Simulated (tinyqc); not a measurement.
Junctionless gate-all-around wire, depletion approximation: two steps of the calculation.

A uniformly doped n-type wire of radius R under a surrounding gate; long channel. Below flat band a shell from radius rc to R is fully depleted and the neutral core, at channel potential V (0 at the source, Vd at the drain), carries the current with constant mobility; s = (rc/R)^2 is the share of the cross-section that conducts. The edge of the depleted shell is taken as abrupt, so there is no subthreshold current.

Inputs (values chosen for the exercise); material values those of a made-up semiconductor: wire radius R = 5 nm; donor density Nd = 3.5e19 cm^-3; flat-band voltage Vfb = 0.91 V; effective mobility in the wire mu = 68 cm^2/(V s); gate length L = 0.05 um; gate voltage Vg = 0.23 V; drain voltage Vd = 0.05 V.

Constants: q = 1.602176634e-19 C. Results are converted to the units shown.

Question 1. Conducting share at the source by Newton steps. With V = 0: f = A (1 - s + s ln s) + B (1 - s) - (Vfb - Vg); f' = A ln s - B; s(new) = s - f/f'.

s after iteration 1 = 0.27325983
A = 0.29539622 V
B = 0.87917651 V

Find: f; f'; s after iteration 2.

Answer 1.

f = 0.068889 V
f' = -1.2624 V
s after iteration 2 = 0.32783

Question 2. Core radius, conductance and current. s solves Vfb - Vg + V = A (1 - s + s ln s) + B (1 - s), and s = 0 where the left side exceeds A + B. I = (q mu Nd pi R^2/L)[g(s0) - g(sL)], g = A (s^2/4 - (s^2/2) ln s) + B s^2/2, with s0 at V = 0 and sL at V = Vd. rc = R sqrt(s0); the small-signal conductance at Vd = 0 is q mu Nd pi R^2 s0/L.

s0 = 0.32908081
sL = 0.28831761
A = 0.29539622 V
B = 0.87917651 V

Wanted: rc at the source; conductance; I.

Answer 2.

rc at the source = 2.868 nm
conductance = 19.71 uS
I = 0.9242 uA

tinyqc, about 0.01 s, one thread, Intel Xeon 2.30GHz (shared host): `OMP_NUM_THREADS=1 python tinyqc.py 2460073 2460074 out.jsonl`
